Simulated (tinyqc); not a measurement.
## Gate sheet resistance from two finger widths

Inverse problem. At low frequency R = Rsh Wf/(3 L) + B/Wf, where B collects the channel and vertical terms. Find Rsh, B and the width of lowest R.

Parameters, values chosen for the exercise:
- L = 1.9 um (channel length)

input resistance of single fingers, contacted at one end, of width 1 and 10 um (ohm): [103.78947, 67.694737]

Solution. R Wf is a straight line in Wf^2; the minimum of R lies where both terms are equal.

Rsh = 33.00 ohm/square
B = 98.00 ohm um
width of lowest R = 4.114 um

Computed by the program tinyqc: `OMP_NUM_THREADS=1 python tinyqc.py 2262136 2262137 out.jsonl`, one thread of a shared Intel Xeon 2.30GHz, about 0.01 s for the whole run.
